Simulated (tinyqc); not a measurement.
Hall effect and magnetoresistance of several carrier groups with constant relaxation times: one step, computed by the program tinyqc.

Group 1 has charge -e and group 2 charge -e; s_i is that sign. B lies along z; mu B is formed with mu in m^2/(V s).

Question. Conductivity of each group. sigma_xx = sum n_i e mu_i/(1 + mu_i^2 B^2); sigma_xy = sum s_i n_i e mu_i^2 B/(1 + mu_i^2 B^2).

Inputs (values chosen for the exercise, for a model conductor):
```
quantity            value        unit
density n1        5.3e+15      1/cm^3
mobility mu1        19000  cm^2/(V s)
density n2        6.5e+15      1/cm^3
mobility mu2          510  cm^2/(V s)
magnetic field B     0.95           T
```

Carriers: two electron groups. Densities: per volume.

Constants: e = 1.602176634e-19 C.

Give: Parts (S/cm); sigma_xx; sigma_xy; sigma at B = 0.

Answer.

Parts (S/cm):
```
group       mu B  sigma_xx  sigma_xy
group 1    1.805     3.789    -6.839
group 2  0.04845    0.5299  -0.02567
```

sigma_xx = 4.319 S/cm

sigma_xy = -6.865 S/cm

sigma at B = 0 = 16.67 S/cm
